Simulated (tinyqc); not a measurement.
# Ballistic Schottky-barrier transistor with a one-dimensional channel, WKB contacts: what changes with what

Source Fermi level 0, drain Fermi level -Vd. Far from the contacts Ec = pn - psi, and the gate moves psi one to one; the band edges relax as exp(-x/lam) from pn at the source and pn - Vd at the drain; Ev = Ec - Eg. A carrier of energy w inside the channel band meets at a contact a barrier of height D (the contact edge beyond the channel edge): T = 1 for w >= D, else exp(-S), S = 4 lam sqrt(m/C) [sqrt(D - w) - sqrt(w) arctan sqrt((D - w)/w)], C = hbar^2/(2 m0). The two contacts combine as Ts Td/(Ts + Td - Ts Td).

Values chosen for this exercise; channel values close to those of a germanium nanowire: temperature T = 350 K; band gap Eg = 0.66 eV; barrier for electrons at both contacts pn = 0.52 eV; electron mass mn = 0.12 m0; hole mass mp = 0.15 m0; valleys or subbands g = 2; screening length at the contacts lam = 2.7 nm; drain bias Vd = 0.05 V.

Constants: q = 1.602176634e-19 C, kB = 1.380649e-23 J/K, hbar = 1.054571817e-34 J s, h = 6.62607015e-34 J s, m0 = 9.1093837015e-31 kg, Vt = kB T/q, hbar^2/(2 m0) = 0.0380998212 eV nm^2. Results are converted to the units shown.

Each table varies one quantity; the others keep the values above.

## Ambipolar transfer curve

I = g (2 q^2/h) int T(w) [f(Es + w) - f(Ed + w)] dw, f(y) = 1/(1 + exp(y/Vt)). Electrons: Ds = psi, Dd = psi - Vd, Es = Ec, Ed = Ec + Vd. Holes: Ds = -psi, Dd = Vd - psi, Es = -Ev, Ed = -Ev - Vd. The size of each current is taken; both flow from drain to source and add. The integrals are converged. Swing = d(psi)/d(log10 I).

Ambipolar transfer curve:
```
ps (V)	electrons (uA)	holes (uA)	I (uA)	swing (mV/decade)
-0.11	3.208e-9	0.3932	0.3932	-205.7
-0.04	3.267e-8	0.1617	0.1617	-164.1
0.03	2.276e-7	0.05479	0.05479	-130.9
0.1	7.217e-7	0.006942	0.006943	-69.53
0.17	2.163e-6	6.823e-4	6.845e-4	-69.78
0.24	6.936e-6	6.700e-5	7.393e-5	-81.02
0.31	2.446e-5	6.578e-6	3.104e-5	299.8
0.39	1.147e-4	4.636e-7	1.152e-4	116.9
0.46	4.741e-4	4.552e-8	4.741e-4	112.3
0.53	0.001951	4.469e-9	0.001951	118.3
0.6	0.006775	4.388e-10	0.006775	145.3
0.67	0.01787	4.309e-11	0.01787	191.9
```

What does the comparison show?

I goes from 0.393 through a minimum of 3.10e-5 (at ps = 0.31 V among the rows listed) to 0.0179 uA; the exact minimum lies at psi = 0.296 V. Holes carry the left branch and electrons the right. The ratio of the last row to the smallest is 576 and of the first row 12700, with barriers of 0.52 eV for electrons and 0.140 eV for holes. The steepest swing among the rows is 69.5 mV/decade, against the thermionic limit 69.4.

## Effect of the drain bias on the off state

Same model as above.

For each Vd, psi is set to the minimum of I.

Effect of the drain bias on the off state:
```
Vd (V)	psi at the minimum (V)	smallest I (uA)
0.05	0.296	2.93e-5
0.14	0.347	1.26e-4
0.23	0.401	4.10e-4
0.32	0.455	0.00130
0.41	0.511	0.00413
0.5	0.569	0.0126
0.59	0.633	0.0344
```

The smallest current rises from 2.93e-5 to 0.0344 uA, 4.86 decades a volt between the last two rows, and the minimum moves by 0.62 V a volt over the table: a larger Vd lets holes enter from the drain while electrons still enter from the source.

Range of the model: No scattering, image-force lowering, channel charge or band-to-band tunnelling; parabolic kappa overstates S deep in the gap.

Numbers from tinyqc (`OMP_NUM_THREADS=1 python tinyqc.py 2390103 2390104 out.jsonl`; about 0.07 s on one thread of a shared Intel Xeon 2.30GHz).
